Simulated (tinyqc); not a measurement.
# Changing the mean dose E

Model: chemically amplified photoresist: aerial image, acid generation, bake, development and line width. Computed by tinyqc, a small Python program. Command: `OMP_NUM_THREADS=1 python tinyqc.py 3005159 3005160 out.jsonl resist sweep`. One thread of a shared host (Intel(R) Xeon(R) Processor @ 2.30GHz), about 0.03 s of CPU time with the checks.

Lines and spaces of pitch p with a two-beam-like image; x = 0 is the middle of the bright space. The resist is positive and treated as uniform in depth.

Inputs (values chosen for the exercise, for a model resist at 13.5 nm):
```
quantity                                         value     unit
pitch p                                             32       nm
image contrast c                                  0.83        -
Dill parameter C                                 0.024  cm^2/mJ
quencher load q, relative to the acid generator   0.12        -
acid diffusivity D                                0.07   nm^2/s
bake time t                                         45        s
amplification rate k_amp                         0.058      1/s
threshold protection m_th                         0.56        -
development selectivity n                            8        -
largest rate r_max                                 250     nm/s
smallest rate r_min                              0.012     nm/s
resist thickness d                                  27       nm
development time t_d                                45        s
photon energy                                    91.84       eV
absorption coefficient alpha                       5.2     1/um
```

Method:
- Dose E(x) = E [1 + c cos(2 pi x/p)]; acid h = 1 - exp(-C E(x)).
- Bake: the acid image is blurred by a Gaussian of variance sigma^2 = 2 D t (each Fourier term k of h, taken on 64 points, is multiplied by exp(-4 pi^2 k^2 D t/p^2)).
- Cosine coefficients: h(x) = sum_k h_k cos(2 pi k x/p).
- The quencher then removes q, h_eff = max(h_blurred - q, 0); protection m = exp(-k_amp t h_eff).
- Mack rate r = r_max (a + 1)(1 - m)^n/(a + (1 - m)^n) + r_min, a = ((n + 1)/(n - 1))(1 - m_th)^n.
- Edge: vertical development clears the film where r t_d >= d; the space width is twice the x where r = d/t_d.
- Dose sensitivity = d ln(width)/d ln E from widths at 1.005 E and E/1.005; image log-slope at the edge = |d ln E/dx|, normalised by the width (NILS); latitude for 10 % of width = 10 %/sensitivity.
- The edge lies at x = width/2.
- Absorbed photons per volume N = E(edge) alpha/(photon energy), 1 mJ/cm^2 = 62.41509 eV/nm^2, alpha in 1/nm; a Gaussian blur averages over a volume V = (2 sqrt(pi) sigma)^3; relative noise 1/sqrt(N V); edge noise sigma_x = (dh/d ln E) noise/|dh/dx|, with both derivatives of the blurred acid at the edge.

One run for each value:
```
mean dose E (mJ/cm^2)  space width (nm)  dose sensitivity  edge noise from photons (nm)   NILS
7.67                              11.66             1.653                         1.904  1.289
8.78                              14.00             1.119                         1.555  1.927
9.90                              15.76             0.867                         1.363  2.517
11.00                             17.13             0.724                         1.243  3.054
12.10                             18.27             0.630                         1.161  3.554
13.20                             19.24             0.565                         1.102  4.021
14.40                             20.16             0.513                         1.055  4.498
15.50                             20.91             0.478                         1.025  4.907
16.60                             21.58             0.450                         1.003  5.290
17.70                             22.20             0.429                         0.989  5.649
```

Over the rows, space width (nm) rises from 11.7 to 22.2 (exponent d ln y / d ln x 1.4 between the first rows and 0.44 between the last); dose sensitivity falls from 1.65 to 0.429 (exponent d ln y / d ln x -2.9 between the first rows and -0.76 between the last); edge noise from photons (nm) falls from 1.90 to 0.989 (exponent d ln y / d ln x -1.5 between the first rows and -0.23 between the last). More dose moves the clearing threshold out along the image, so the space widens.

Caution (all rows): lateral development, standing waves and the joint diffusion of acid and quencher are left out, so widths are indicative. Caution (all rows): the noise counts photons alone (acid and quencher statistics add to it) and takes the film as thicker than the blur; a thinner film averages in two dimensions only.
